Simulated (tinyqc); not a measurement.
Moments against temperature: two-sublattice mean-field magnet: ferrimagnet, compensation points and susceptibility. Computed by tinyqc, a small Python program. Command: `OMP_NUM_THREADS=1 python tinyqc.py 3004174 3004175 out.jsonl ferri walk`. One thread of a shared host (Intel(R) Xeon(R) Processor @ 2.30GHz), about 0.01 s of CPU time with the checks.

A random alloy A(1-x)B(x) with H = -sum over pairs J S_i.S_j. a = <S_A> and b = <S_B> are taken along z, a > 0. Exchange fields: h_A = (1 - x) zJ_AA a + x zJ_AB b, h_B = (1 - x) zJ_AB a + x zJ_BB b; a = S_A B_(S_A)(S_A h_A/(k_B T)) and likewise for b, with the Brillouin function B_S(y) = [(2S + 1)/(2S)] coth[(2S + 1) y/(2S)] - [1/(2S)] coth[y/(2S)].

Inputs (values chosen for the exercise, for a model ferrimagnet):

| quantity | value | unit |
|---|---|---|
| spin S_A | 1.5 | - |
| spin S_B | 1.5 | - |
| g factor g_A | 2.2 | - |
| g factor g_B | 2 | - |
| fraction x of B sites | 0.34 | - |
| z J_AA | 33.2 | meV |
| z J_BB | 3.5 | meV |
| z J_AB | -5.5 | meV |
| T over T_c | 0.79 | - |

Constants: k_B = 8.617333262e-05 eV/K.

Method:
- Linearised, T (a, b) = M (a, b) with M_ij = S_i (S_i + 1) c_j zJ_ij/(3 k_B), c_A = 1 - x, c_B = x. T_c is the larger eigenvalue, and its eigenvector gives b/a at onset, (T_c - M_AA)/M_AB.
- Repeat from a = S_A, b = -S_B until a and b change by less than 1e-10.
- Net moment m = (1 - x) g_A a + x g_B b in mu_B per site; net spin s = (1 - x) a + x b.

T_c = 322.527 K

Sublattices:

| T/T_c | T (K) | a/S_A | -b/S_B | m (mu_B) |
|---|---|---|---|---|
| 0.05 | 16.13 | 1.0000 | 0.99629 | 1.1618 |
| 0.15 | 48.38 | 0.9999 | 0.84862 | 1.3121 |
| 0.30 | 96.76 | 0.9886 | 0.55007 | 1.5920 |
| 0.45 | 145.14 | 0.9445 | 0.36429 | 1.6855 |
| 0.60 | 193.52 | 0.8602 | 0.24970 | 1.6188 |
| 0.72 | 232.22 | 0.7551 | 0.18225 | 1.4588 |
| 0.84 | 270.92 | 0.5970 | 0.12310 | 1.1746 |
| 0.92 | 296.72 | 0.4342 | 0.08158 | 0.8625 |
| 0.97 | 312.85 | 0.2705 | 0.04813 | 0.5400 |

What does the comparison show, and why?

At 0.45 T_c A keeps 0.94 and B 0.36 of saturation. |m| first rises, to 1.685 at 0.45 T_c, because the minority sublattice falls faster (type P).
